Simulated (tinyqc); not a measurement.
# Thin-film transistor with exponential tail and deep states, accumulation layer: effect of the characteristic temperature of the tail

An undoped film in accumulation, thicker than the space-charge layer. With band bending psi the Fermi level lies E0 - psi below the band edge. Free electrons n = n0 exp(psi/Vt) carry the current; electrons in two exponential distributions of traps, a = a0 exp(psi/Va) and d = d0 exp(psi/Vp), do not. Linear regime, ohmic contacts, traps in equilibrium.

Va = kB Tt/q, Vp = kB Td/q; n0 = Nc exp(-E0/Vt), a0 = Nt th(T/Tt) exp(-E0/Va), d0 = Nd th(T/Td) exp(-E0/Vp), th(x) = pi x/sin(pi x). G(psi) = sum over the three kinds of c0 [V (exp(psi/V) - 1) - psi], field F = sqrt(2 q G/(eps0 eps_r)); Vg = psi + eps0 eps_r F/Ci at the surface. Total charge Q = Ci (Vg - psi_s); free charge Qf = q times the integral of n0 (exp(psi/Vt) - 1)/F over psi from 0 to psi_s; I = (W/L) mb Qf Vd; effective mobility mb Qf/Q.

Values chosen for this exercise; values close to those of an organic semiconductor:
- T = 290 K (temperature)
- eps_r = 3.2 (relative permittivity of the semiconductor)
- Nc = 1.2e20 cm^-3 (density of extended states)
- mb = 2.6 cm^2/(V s) (band mobility)
- Nt = 8e19 cm^-3 (total density of tail states)
- Nd = 2.5e17 cm^-3 (total density of deep states)
- Td = 1150 K (characteristic temperature of the deep states)
- E0 = 0.49 eV (bulk Fermi level below the band edge)
- Ci = 60 nF/cm^2 (gate capacitance)
- WL = 5 (ratio W/L)
- Vd = 0.2 V (drain voltage)
- Vg = 5.8 V (gate voltage above flat band)

Constants: q = 1.602176634e-19 C, kB = 1.380649e-23 J/K, Vt = kB T/q, eps0 = 8.8541878128e-14 F/cm where lengths are in cm. Results are converted to the units shown.

Effect of the characteristic temperature of the tail:
```
Tt (K)	E0 - psi_s (eV)	Q (nC/cm^2)	free share (%)	effective mobility (cm^2/(V s))	I (nA)
360	0.07467	323.1	11.01	0.2862	92.48
400	0.07351	323.0	10.93	0.2841	91.77
440	0.07503	323.1	9.821	0.2553	82.50
480	0.07795	323.3	8.396	0.2183	70.57
520	0.08179	323.5	6.955	0.1808	58.50
560	0.08632	323.8	5.629	0.1464	47.39
600	0.09140	324.1	4.474	0.1163	37.70
640	0.09694	324.4	3.504	0.09110	29.56
```

As Tt goes from 360 to 640 K, the free share falls from 11.0 to 3.50 %, the distance of the Fermi level from the edge goes from 0.0747 through a minimum of 0.0735 (at Tt = 400 K among the rows listed) to 0.0969 eV and the current falls from 92.5 to 29.6 nA. Q varies by only 0.43 %: the gate sets the charge, the traps decide how much of it moves. For Tt = 360 to 520 K the th form, which assumes a Fermi level far below the edge, overcounts the filled tail at the surface by more than 15 %.

Computed by the program tinyqc: `OMP_NUM_THREADS=1 python tinyqc.py 2610114 2610115 out.jsonl`, one thread of a shared Intel Xeon 2.30GHz, about 0.02 s for the whole run.
